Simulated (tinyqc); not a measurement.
What each parameter does: Wannier-Stark ladder of a miniband.

One state in each well j = -(Nw - 1)/2 ... (Nw - 1)/2: H_jj = j e F d, H_(j,j+1) = -W/4; 1 kV/cm = 0.01 meV/angstrom. In an infinite chain the levels are j e F d and the state of well 0 has amplitude J_j(x) in size on well j, x = W/(2 e F d).

Values chosen for the exercise (near those of an InGaAs/InAlAs superlattice; not measured data): W = 39 meV (miniband width); d = 91 angstrom (period); F = 13 kV/cm (field); Nw = 11 (wells).

e F d, x, J_0(x)^2 and the lowest level of the finite stack.

One parameter was then changed.

Results before and after:

| case | e F d (meV) | x | J_0^2 | lowest level (meV) |
|---|---|---|---|---|
| base | 11.83 | 1.648 | 0.183 | -65.57 |
| changed | 16.56 | 1.177 | 0.466 | -87.82 |

Which of these changes was made? (a) Nw = 13; (b) d = 99 angstrom; (c) W = 31 meV; (d) F = 18.2 kV/cm.
Answer: (d) F = 18.2 kV/cm. Of the candidates, run in turn, only this one gives the changed row.

All candidates:

| case | e F d (meV) | x | J_0^2 | lowest level (meV) |
|---|---|---|---|---|
| base | 11.83 | 1.648 | 0.183 | -65.57 |
| W = 31 meV | 11.83 | 1.310 | 0.378 | -63.48 |
| d = 99 angstrom | 12.87 | 1.515 | 0.253 | -70.40 |
| F = 18.2 kV/cm | 16.56 | 1.177 | 0.466 | -87.82 |
| Nw = 13 | 11.83 | 1.648 | 0.183 | -77.40 |

(tinyqc, `OMP_NUM_THREADS=1 python tinyqc.py 1250315 1250316 out.jsonl`, Intel(R) Xeon(R) Processor @ 2.30GHz, 1 thread, shared host, about 0.07 s.)
